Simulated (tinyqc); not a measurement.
The same stress in different states: Raman shift of the zone-centre optical phonon of a diamond-structure crystal under stress. Computed by tinyqc, a small Python program. Command: `OMP_NUM_THREADS=1 python tinyqc.py 3001944 3001945 out.jsonl ramanstress walk`. One thread of a shared host (Intel(R) Xeon(R) Processor @ 2.30GHz), about 0.01 s of CPU time with the checks.

Axes x, y, z are the cube axes. Strain shifts the threefold optical mode and can split it; p, q and r are the phonon deformation potentials.

Inputs (values chosen for the exercise, modelled on germanium):

| quantity | value | unit |
|---|---|---|
| unstrained frequency omega_0 | 301.2 | 1/cm |
| p/omega_0^2 | -1.49 | - |
| q/omega_0^2 | -1.87 | - |
| r/omega_0^2 | -1.1 | - |
| C11 | 127.3 | GPa |
| C12 | 48.69 | GPa |
| C44 | 65.85 | GPa |
| stress sigma (tension positive) | -0.36 | GPa |

Stress state: hydrostatic. Axis: none.

Method:
- S11 = (C11 + C12)/D, S12 = -C12/D, D = (C11 - C12)(C11 + 2 C12), S44 = 1/C44.
- eps_xx = S11 sigma_xx + S12 (sigma_yy + sigma_zz), and cyclic; eps_xy = S44 sigma_xy/2 (tensor strain).
- Secular matrix: M_xx = p eps_xx + q (eps_yy + eps_zz), M_xy = 2 r eps_xy; its eigenvalues are omega^2 - omega_0^2, and the shifts are these over 2 omega_0.
- Uniaxial: sigma n n^T; biaxial: sigma (1 - n n^T); hydrostatic: sigma 1. The line seen from (001) is taken as unresolved, at the intensity-weighted shift M_zz/(2 omega_0).

S44 = 15.1860 1/TPa

S11 = 9.96428 1/TPa

S12 = -2.75675 1/TPa

Shifts (1/cm):

| state | lowest | middle | highest | line seen from (001) |
|---|---|---|---|---|
| uniaxial [100] | 0.2460 | 0.5080 | 0.5080 | 0.5080 |
| uniaxial [110] | -0.0758 | 0.5080 | 0.8298 | 0.5080 |
| uniaxial [001] | 0.2460 | 0.5080 | 0.5080 | 0.2460 |
| uniaxial [111] | 0.1188 | 0.1188 | 1.0244 | 0.4207 |
| biaxial, normal [001] | 0.7540 | 0.7540 | 1.0161 | 1.0161 |
| biaxial, normal [111] | 0.2376 | 1.1432 | 1.1432 | 0.8413 |
| hydrostatic | 1.2620 | 1.2620 | 1.2620 | 1.2620 |

What does the comparison show, and why?

Seen from (001), uniaxial stress along [100] and along [110] give the same shift (0.508), and equal biaxial stress in the plane gives twice as much (1.016), since only sigma_xx + sigma_yy and sigma_zz enter M_zz. Stress along [001] gives 0.246. One measured shift therefore fixes the stress only once its state is assumed: read as uniaxial in the plane, a shift implies twice the stress that it does read as biaxial.

Extremes, crossings and ranges named in words are read from the listed rows.
